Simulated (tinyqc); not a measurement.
Inside a calculation: six-band hole subbands of a thin body in a field. Values are carried at full precision from step to step, so a last printed digit may differ when a step is redone from the rounded ones.

Constants: hbar^2/2m0 = 3.80998211 eV angstrom^2.

Inputs chosen for the exercise (near those of a p-type Si channel; the results hold for these values, not for the real material): g1 = 4.29 (Luttinger gamma1); g2 = 0.34 (gamma2); g3 = 1.45 (gamma3); face = 110 (surface); Dso = 0.044 eV (spin-orbit splitting); b = -2.1 eV (tetragonal potential); d = -4.8 eV (trigonal potential); S = (7.7, -2.1, 12.74) 1/TPa (compliances s11, s12, s44); t = 75 angstrom (body thickness); F = 0 MV/cm (field across the body); sx = 0 GPa (stress along the channel [1-10], negative in compression); kmax = 0.08 1/angstrom (end of the path).

## Confinement masses without spin-orbit coupling

C(n n^T)/c has C_XX = (g1 + 4 g2) nx^2 + (g1 - 2 g2)(ny^2 + nz^2) and C_XY = 6 g3 nx ny, n the unit normal; its eigenvalues are the inverse masses along n.

C(n n^T)/c, lower triangle:
```
        X       Y       Z
X  4.6300
Y  4.3500  4.6300
Z       0       0  3.6100
```

masses (m0): 3.5714  0.2770  0.1114

The heaviest mass, 3.57, comes from a near cancellation among the gammas, so a few per cent in them move it strongly.

## The matrix for one sine at q = 0

Basis X, Y, Z times spin, hole energies counted downwards from the unstrained edge (the hydrostatic shift is left out), c = hbar^2/2m0. For a symmetric tensor T let C(T) have C_XX = L Txx + M (Tyy + Tzz), C_XY = N Txy (cyclic), L = c (g1 + 4 g2), M = c (g1 - 2 g2), N = 6 c g3. k = q + kz n, n the unit normal, q = k1 u + k2 v with u along the channel [1-10] and v = n x u. H = C(k k^T) + (Dso/3)(1 - L.sigma) - B + e F z with (L_k)_ij = -i epsilon_kij; B is the block C built from the traceless strain with 2b, -b and sqrt(3) d in place of L, M, N. Strain: exx = eyy = (s11 + s12) sx/2, ezz = s12 sx, exy = -s44 sx/4. Hard walls at z = 0 and t; basis sin(j pi z/t), j = 1 to Nz: kz^2 = (j pi/t)^2, kz = -i D with D_jl = 4 j l/(t (j^2 - l^2)), z_jj = t/2 and z_jl = -8 t j l/(pi (j^2 - l^2))^2 for j + l odd; 1 MV/cm = 0.01 eV/angstrom.

Nz = 1, in meV.

H (meV), lower triangle (Hermitian):
```
              X+       Y+      Z+            X-     Y-     Z-
X+         45.62
Y+  29.08-14.67i    45.62
Z+             0        0   38.80
X-             0        0   14.67         45.62
Y-             0        0  14.67i  29.08+14.67i  45.62
Z-        -14.67  -14.67i       0             0      0  38.80
```

## Its levels

Diagonalise; the levels come in pairs. Give each pair and its weights on X, Y, Z, summed over spin and averaged over the pair.

levels (meV): 8.47  36.40  85.16

weights:
```
   pair 1  pair 2  pair 3
X   0.426   0.142   0.433
Y   0.426   0.142   0.433
Z   0.149   0.717   0.135
```

## More sines

The four lowest pairs at q = 0.

Hole energies (meV):
```
Nz  pair 1  pair 2  pair 3  pair 4
1     8.47   36.40   85.16       -
2     8.47   19.16   36.40   85.16
4     8.47   19.16   30.09   36.40
8     8.47   19.16   30.09   36.40
16    8.47   19.16   30.09   36.40
```

One sine is exact for the top subband, since without a field nothing joins different j at q = 0. The second pair lies 10.7 meV deeper.

## Dispersion of the top subband

Nz = 14; the two lowest levels (spin-split where the field breaks inversion), in meV from their value at q = 0.

Energies (meV):
```
|q| (1/angstrom)    u a    u b    v a    v b
0.020             11.90  11.90   5.47   5.47
0.040             40.43  40.43  21.48  21.48
0.060             56.27  56.27  44.53  44.53
0.080             64.69  64.69  66.74  66.74
```

From the mean of each pair in the first row, c q^2/E gives 0.13 m0 along u and 0.28 m0 along v. Without a field each pair stays degenerate. These masses hold for the first row only: the band bends further out.

## Checks

- Top level at q = 0 on (001) without field and stress against c (g1 - 2 g2)(pi/t)^2, eV: both 0.02413.
- Hermiticity, and E(q) against E(-q): they agree to 1e-10 or better.

Run: tinyqc, `OMP_NUM_THREADS=1 python tinyqc.py 1281681 1281682 out.jsonl`; Intel(R) Xeon(R) Processor @ 2.30GHz, one thread, shared host; about 0.5 s of CPU time with all checks.
